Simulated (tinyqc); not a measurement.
# Worked calculation: one-sided p+-n junction, ionisation integral and breakdown

tinyqc, about 0.06 s, one thread, Intel Xeon 2.30GHz (shared host): `OMP_NUM_THREADS=1 python tinyqc.py 2120015 2120016 out.jsonl` Printed values are rounded.

A p+ layer at x < 0 and an n drift layer from x = 0. Depletion approximation, built-in voltage neglected. Local ionisation coefficients alpha_n = an exp(-(bn/E)^mx), alpha_p = ap exp(-(bp/E)^mx). Electrons move towards +x, holes towards x = 0.

Parameters, values chosen for the exercise; material values close to those of 4H silicon carbide: relative permittivity eps_r = 9.61; prefactor of the electron ionisation coefficient an = 1.65e8 1/cm; field constant for electrons bn = 3.34e7 V/cm; prefactor of the hole ionisation coefficient ap = 3.46e8 1/cm; field constant for holes bp = 2.59e7 V/cm; exponent mx = 1; donor density of the drift layer N = 6.6e16 cm^-3; reverse voltage V = 347 V; share of the depleted width that the grid covers fr = 0.5.

Constants: q = 1.602176634e-19 C, eps0 = 8.8541878128e-14 F/cm where lengths are in cm. Results are converted to the units shown.

## Field and ionisation coefficients on a grid

W = sqrt(2 eps0 eps_r V/(q N)), peak field E0 = q N W/(eps0 eps_r), falling linearly to 0 at W. Grid: 12 equal steps from 0 to fr W.

W = 2.363136 um

```
point,x (um),E (kV/cm),alpha_n (1/cm),alpha_p (1/cm)
0,0.000000,2936.776,1897.781,51162.12
1,0.098464,2814.410,1157.435,34867.54
2,0.196928,2692.045,674.8768,22948.55
3,0.295392,2569.679,373.8012,14514.01
4,0.393856,2447.313,195.1635,8768.455
5,0.492320,2324.948,95.15831,5023.660
6,0.590784,2202.582,42.83843,2705.449
7,0.689248,2080.216,17.55668,1354.682
8,0.787712,1957.851,6.436166,622.1353
9,0.886176,1835.485,2.063970,257.5562
10,0.984640,1713.119,0.5626251,94.00332
11,1.083104,1590.754,0.1255715,29.38133
12,1.181568,1468.388,0.02182772,7.565211
```

## Ionisation integrals by the trapezoid rule

G(x) = integral from 0 to x of (alpha_n - alpha_p); I_n = integral of alpha_n exp(-G) (electrons injected at x = 0), I_p = integral of alpha_p exp(G(end) - G) (holes injected at the far edge); M = 1/(1 - I). All integrals by the trapezoid rule on the grid.

```
point,G,alpha_n exp(-G) (1/cm)
0,0.000000,1897.781
1,-0.408500,1741.429
2,-0.684119,1337.623
3,-0.863392,886.354
4,-0.975215,517.522
5,-1.041687,269.678
6,-1.079059,126.027
7,-1.098751,52.677
8,-1.108365,19.498
9,-1.112654,6.279
10,-1.114372,1.715
11,-1.114976,0.383
12,-1.115157,0.067
```

I_n = 0.05817359
I_p = 0.6795838
M_n = 1.061767
M_p = 3.120941

A grid of 1500 steps over the whole width gives I_n = 0.05784 and I_p = 0.6866; the coarse I_n is 0.57 % above and the coarse I_p 1.0 % below those values. Holes multiply more: on this coarse grid M - 1 is 34.3 times as large for them.

## Breakdown voltage by secant steps

G(x) = integral from 0 to x of (alpha_n - alpha_p); I_n = integral of alpha_n exp(-G) (electrons injected at x = 0), I_p = integral of alpha_p exp(G(end) - G) (holes injected at the far edge); M = 1/(1 - I). Secant steps on ln I_n(V) = 0 with the integrals on a fine grid (1500 steps), from the points V = 327 and 386 V; stop when the step is below 1e-7 of V.

Course of the iteration:
```
step,V (V),I_n,change of V (V)
1,386,0.1810534,59.5
2,445.5134,1.553786,-12.2
3,433.3127,0.9421718,1.45
4,434.7655,0.9980889,0.0482
5,434.8137,1.000009,-2.15e-4
6,434.8135,1.000000,3.08e-8
```

Breakdown at 434.81 V, with a peak field of 3287 kV/cm and W = 2.645 um. The integral for holes reaches 1 at the same voltage.
